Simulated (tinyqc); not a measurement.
Body thickness for a wanted scale length.

Question. A double-gate structure has tan(pi ti/Lambda) tan(pi ts/(2 Lambda)) = ei/eps_r, both angles below pi/2. Find ts.

Inputs (values chosen for the exercise); permittivities: semiconductor close to that of silicon, insulator close to that of silicon dioxide:
- eps_r = 11.5 (relative permittivity of the semiconductor)
- ei = 3.75 (relative permittivity of the insulator)
- ti = 2.2 nm (insulator thickness)

Lambda = 20.035992 nm

Solution. The condition is explicit in ts: an arctangent, taken between 0 and pi/2.

ts = 9.40 nm

tinyqc, about 0.01 s, one thread, Intel Xeon 2.30GHz (shared host): `OMP_NUM_THREADS=1 python tinyqc.py 2420011 2420012 out.jsonl`
